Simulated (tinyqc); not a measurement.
Inside a calculation: exchange-split free-electron bands and tunnelling magnetoresistance. Values are carried at full precision from step to step, so a last printed digit may differ when a step is redone from the rounded ones.

Majority and minority bands E = c k^2/m -/+ Dx/2, c = hbar^2/2m0, so k_up = sqrt(m (EF + Dx/2)/c), k_dn = sqrt(m (EF - Dx/2)/c); n_s = k_s^3/(6 pi^2), D_s = m k_s/(4 pi^2 c).

Constants: hbar^2/2m0 = 3.80998211 eV angstrom^2.

Parameters, chosen for this exercise: EF = 2.19 eV (Fermi energy above the mean band bottom); Dx = 3.03 eV (exchange splitting); m = 0.93 m0 (mass in the electrodes); mb = 0.44 m0 (mass in the barrier); phi = 0.95 eV (barrier height above EF); d = 6.7 angstrom (barrier thickness).

## The two Fermi spheres

Give k_s, n_s, D_s, the moment per electron (n_up - n_dn)/n and three polarisations: of D, of D v and of D v^2 (v proportional to k).

k_up, k_dn (1/angstrom): 0.9510  0.4059

n_up, n_dn (1/angstrom^3): 0.01452  0.00113

D_up, D_dn (1/(eV angstrom^3)): 0.00588  0.00251

moment per electron = 0.8557 muB

polarisations: D 0.4017, D v 0.6918, D v^2 0.8557

The three numbers differ although they describe one band structure: each probe (density of states, ballistic current, diffusive current) weights the velocity differently.

## Transmissions

Barrier: kappa = sqrt(mb phi/c), c = hbar^2/2m0. With a = k1/m, b = k2/m, w = kappa/mb, the transmission at normal incidence is T(k1, k2) = 4 a b w^2/[w^2 (a + b)^2 + (w^2 + a^2)(w^2 + b^2) sinh^2(kappa d)]. Parallel: G_P = T(up, up) + T(dn, dn); antiparallel: G_AP = 2 T(up, dn); TMR = (G_P - G_AP)/G_AP. Julliere: TMR = 2 P^2/(1 - P^2). Slonczewski factor: P_eff = P_k (w^2 - a_up a_dn)/(w^2 + a_up a_dn), P_k = (k_up - k_dn)/(k_up + k_dn).

Evaluate kappa and the three T.

kappa = 0.3312 1/angstrom
kappa d = 2.219

T: up-up 0.04226, dn-dn 0.03517, up-dn 0.03827

The majority channel transmits more, by a factor 1.2; the common factor exp(-2 kappa d) is 0.0118.

## Magnetoresistance

From the T, and from the Julliere formula with P_k and with P_eff.

TMR from T = 1.15 %
P_k = 0.4017
P_eff = 0.0477
Julliere with P_k = 38.48 %
Julliere with P_eff = 0.46 %

The interface factor is +0.119. The plain Julliere value lies 37.3 points above the result and the one with P_eff 0.69 points from it. Symmetry filtering in crystalline barriers, which gives far larger values, is outside this model.

## Checks

- TMR of a thick barrier against the Julliere formula with P_eff: both 0.004568.

Computed by tinyqc, a small Python program: `OMP_NUM_THREADS=1 python tinyqc.py 1652511 1652512 out.jsonl` (the numbers bound the seed that draws the inputs); one thread of a shared host (Intel(R) Xeon(R) Processor @ 2.30GHz), about 0.01 s for the whole set of steps.
